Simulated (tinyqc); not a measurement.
Lattice vibrations of a chain, step by step. Computed by tinyqc, a small Python program that keeps every step. Command: `OMP_NUM_THREADS=1 python tinyqc.py 30213 30214 out.jsonl` (the two numbers bound the seeds that draw the settings). One thread of a shared host (Intel(R) Xeon(R) Processor @ 2.60GHz), about 0.01 s of CPU time with the checks.

## Dynamical matrix at q = 0.13

A chain moving along its axis:
```
atom    mass (u)  spring to the next atom (eV/angstrom^2)
1     104.500000                                20.400000
2      14.100000                                30.000000
```

q is in units of 2 pi/a. A spring k from atom i to atom j, n cells on, adds k to Phi_ii and Phi_jj, -k exp(2 pi i q n) to Phi_ij and the conjugate to Phi_ji (for one atom a cell: 2k (1 - cos 2 pi q n)); D_ij = Phi_ij / sqrt(m_i m_j).

D(q) (eV/(angstrom^2 u)):
$$\begin{pmatrix}
0.482297 & -1.066454+0.569721i \\
-1.066454-0.569721i & 3.574468
\end{pmatrix}$$

## Frequencies

omega^2 are the eigenvalues; wavenumber = 521.4708 sqrt(eigenvalue) 1/cm.

eigenvalues: [0.065658, 3.991107]

wavenumbers (1/cm): [133.6, 1041.8]

weights |e|^2 of the mass-weighted modes, order atom 1, atom 2:
$$\begin{pmatrix}
0.893862 & 0.106138 \\
0.106138 & 0.893862
\end{pmatrix}$$

## Dispersion and heat capacity

C/k_B per atom = mean over q = (j + 1/2)/80, j = 0..39 and all branches of y^2 e^y/(e^y - 1)^2, y = hc wavenumber / k_B T.

Wavenumbers (1/cm):
```
q           branch 1     branch 2
0.000000    0.000000  1050.315881
0.062500   65.230849  1048.288312
0.125000  128.677239  1042.403769
0.187500  188.461855  1033.269364
0.250000  242.527678  1021.931395
0.312500  288.581874  1009.893039
0.375000  324.135373   999.049403
0.437500  346.745168   991.428887
0.500000  354.523358   988.674182
```

Heat capacity:
```
T (K)  C/k_B per atom
20           0.043836
50           0.113425
100          0.242801
200          0.412414
300          0.538563
600          0.796304
1200         0.938367
```

zero-point energy per atom = 38.485288 meV
